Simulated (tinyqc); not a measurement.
Inside a calculation. Method: lattice vibrations of a chain. One step of it, computed by the program tinyqc.

Task: Dynamical matrix at q = 0.46. q is in units of 2 pi/a. A spring k from atom i to atom j, n cells on, adds k to Phi_ii and Phi_jj, -k exp(2 pi i q n) to Phi_ij and the conjugate to Phi_ji (for one atom a cell: 2k (1 - cos 2 pi q n)); D_ij = Phi_ij / sqrt(m_i m_j).

A chain moving along its axis:
```
atom   mass (u)  spring to the next atom (eV/angstrom^2)
1     80.600000                                10.300000
2     31.300000                                21.200000
3     52.500000                                13.900000
```

Give: D(q).

Result:

D(q) (eV/(angstrom^2 u)):
```
                1        2               3
1          0.3002  -0.2051  0.2070+0.0531i
2         -0.2051   1.0064         -0.5230
3  0.2070-0.0531i  -0.5230          0.6686
```
